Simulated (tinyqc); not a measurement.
# Worked calculation: band offsets of oxides on a semiconductor by the charge-neutrality-level model

Program tinyqc, `OMP_NUM_THREADS=1 python tinyqc.py 2410127 2410128 out.jsonl`; Intel Xeon 2.30GHz, shared host, one thread, about 0.01 s. Printed values are rounded.

Each material has a charge-neutrality level at the depth Phi = chi + Eg - CNL below vacuum. For oxide B on semiconductor A, dEc = (chiA - PhiA) - (chiB - PhiB) + S (PhiA - PhiB), dEv = EgB - EgA - dEc, with the pinning factor S = 1/(1 + 0.1 (eps_inf - 1)^2) of the oxide. S = 1 is the affinity rule, S = 0 aligns the two levels.

Values chosen for this exercise; substrate values close to those of gallium arsenide: gap of the semiconductor EgA = 1.4 eV; its electron affinity chiA = 3.96 eV; its charge-neutrality level above the valence edge cA = 0.54 eV.

Range of the model: The model ignores the chemistry of the actual interface, which can move offsets by several tenths of an eV.

## One oxide

oxide values (close to tantalum oxide): Eg (eV) 4.34, chi (eV) 3.24, CNL (eV) 3.24, eps_inf 4.75

Depths of both levels, S and the two offsets.

PhiA = 4.82 eV
PhiB = 4.34 eV
S = 0.415584
dEc = 0.439481 eV
dEv = 2.50052 eV

The limits are dEc = 0.720 eV (S = 1) and 0.240 eV (S = 0).

## Oxides compared

Oxides (values chosen for the exercise, close to those of the materials named):

|  | Eg (eV) | chi (eV) | CNL above Ev (eV) | eps_inf |
|---|---|---|---|---|
| silicon dioxide | 8.79 | 0.92 | 4.57 | 2.19 |
| silicon nitride | 5.38 | 2.14 | 2.63 | 4.18 |
| aluminium oxide | 8.74 | 1.02 | 5.43 | 3.41 |
| hafnium oxide | 6.04 | 2.36 | 3.68 | 4.07 |
| zirconium oxide | 5.92 | 2.5 | 3.51 | 4.85 |
| titanium oxide | 3.01 | 3.88 | 2.25 | 7.86 |
| tantalum oxide | 4.34 | 3.24 | 3.24 | 4.75 |

The same for each oxide, with both limits.

Offsets:

|  | S | dEc (eV) | dEv (eV) | dEc, S = 1 (eV) | dEc, S = 0 (eV) |
|---|---|---|---|---|---|
| silicon dioxide | 0.8760 | 3.080 | 4.310 | 3.040 | 3.360 |
| silicon nitride | 0.4972 | 1.855 | 2.125 | 1.820 | 1.890 |
| aluminium oxide | 0.6326 | 2.760 | 4.580 | 2.940 | 2.450 |
| hafnium oxide | 0.5148 | 1.551 | 3.089 | 1.600 | 1.500 |
| zirconium oxide | 0.4029 | 1.514 | 3.006 | 1.460 | 1.550 |
| titanium oxide | 0.1753 | -0.06845 | 1.678 | 0.08000 | -0.1000 |
| tantalum oxide | 0.4156 | 0.4395 | 2.501 | 0.7200 | 0.2400 |

Both offsets exceed 1 eV for: silicon dioxide, silicon nitride, aluminium oxide, hafnium oxide, zirconium oxide. dEc falls short for: titanium oxide, tantalum oxide. The choice of S matters most for aluminium oxide, where the limits differ by 0.490 eV.
